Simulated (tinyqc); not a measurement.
From results back to parameters: Wannier function of the lower band of a two-orbital chain. Three cases, with inputs chosen for the exercise.

Problem. A band E(k) = H0 + 2 H1 cos(ka) + 2 H2 cos(2ka) is known at k = 0, pi/2a and pi/a. The values come from hidden hoppings; c = hbar^2/2m0.

Constants: hbar^2/2m0 = 3.80998211 eV angstrom^2.
Find: H0, H1, H2; m0/m at k = 0.

Method. H0 = (E0 + 2 E1 + E2)/4, H1 = (E0 - E2)/4, H2 = (E0 - 2 E1 + E2)/8; the curvature at k = 0 gives m0/m = -(H1 + 4 H2) a^2/c.

Case 1.

Values chosen: a = 6 angstrom (period).

E (eV): 0 -2.6070, pi/2a -1.3830, pi/a -0.7190

Solution.

H0, H1, H2 (eV): -1.523  -0.472  -0.070

m0/m at k = 0 = 7.106

Case 2.

Values chosen: a = 5.9 angstrom (period).

E (eV): 0 -2.7530, pi/2a -2.2570, pi/a -1.1850

Solution.

H0, H1, H2 (eV): -2.113  -0.392  0.072

m0/m at k = 0 = 0.950

Case 3.

Values chosen: a = 4.6 angstrom (period).

E (eV): 0 -0.6030, pi/2a -0.1390, pi/a -0.0750

Solution.

H0, H1, H2 (eV): -0.239  -0.132  -0.050

m0/m at k = 0 = 1.844

Computed by tinyqc, one run a case: `OMP_NUM_THREADS=1 python tinyqc.py N N+1 out.jsonl` with N = 1480484, 1480495, 1480664; one thread of a shared Intel(R) Xeon(R) Processor @ 2.30GHz, about 0.3 s a run at most.
